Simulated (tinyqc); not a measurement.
Isotherms: adsorption as a lattice gas: isotherms with interactions, competition, desorption peaks and saturation dose. Computed by tinyqc, a small Python program. Command: `OMP_NUM_THREADS=1 python tinyqc.py 3015319 3015320 out.jsonl adsorb walk`. One thread of a shared host (Intel(R) Xeon(R) Processor @ 2.30GHz), about 0.2 s of CPU time with the checks.

One adsorbate per site; a molecule needs 2 empty sites. Gas and surface have the same temperature.

Inputs (values chosen for the exercise, for a model surface):

| quantity | value | unit |
|---|---|---|
| desorption energy E | 1.04 | eV |
| prefactor nu | 9.6e+13 | 1/s |
| pair energy w (positive repels) | -0.025 | eV |
| neighbours z | 4 | - |
| site density N_s | 5.8 | 1/nm^2 |
| molecular mass M | 232 | u |
| sticking coefficient s0 | 0.0037 | - |
| temperature T | 493 | K |
| pressure p | 29000 | Pa |
| blocking by a second gas, K_B p_B | 0.058 | - |

Adsorption: dissociative (second order).

Constants: u = 1.6605390666e-27 kg; k_B = 1.380649e-23 J/K; k_B = 8.617333262e-05 eV/K.

Method. Flux F = p/sqrt(2 pi M k_B T); k_d = nu exp(-E/(k_B T)); 2 s0 F (1 - theta)^2 = N_s k_d theta^2, so y = sqrt(2 s0 F/(N_s k_d)), theta = y/(1 + y). With a second gas on the same sites theta = y/(1 + y + K_B p_B). With u = w/(k_B T). Mean field: theta/(1 - theta) = y exp(-z u theta). Quasi-chemical: theta/(1 - theta) = y [(r - 1 + 2 theta)(1 - theta)/((r + 1 - 2 theta) theta)]^(-z/2) exp(-z u/2), r = sqrt(1 - 4 theta (1 - theta)(1 - exp(-u))).

u = -0.588464

Coverage; the first column is ln y - z u/2:

| ln y - z u/2 | no interaction | mean field | quasi-chemical |
|---|---|---|---|
| -5.0 | 0.00207 | 0.00208 | 0.00209 |
| -3.0 | 0.01511 | 0.01567 | 0.01588 |
| -2.0 | 0.04004 | 0.04424 | 0.04576 |
| -1.0 | 0.10184 | 0.13473 | 0.14539 |
| -0.5 | 0.15750 | 0.25343 | 0.27472 |
| 0.0 | 0.23560 | 0.50000 | 0.50000 |
| 0.5 | 0.33695 | 0.74657 | 0.72528 |
| 1.0 | 0.45588 | 0.86527 | 0.85461 |
| 2.0 | 0.69489 | 0.95576 | 0.95424 |
| 3.0 | 0.86093 | 0.98433 | 0.98412 |
| 5.0 | 0.97861 | 0.99792 | 0.99791 |

What follows from these numbers?

At half coverage the slope d theta/d ln y is 1/4 without interaction, 1/(4 + z u) = 0.607 in mean field and 0.510 in the pair theory, 1/[4 + 2 z (exp(u/2) - 1)]. Attraction steepens the filling towards a step; the two theories differ by at most 0.021 in these rows.
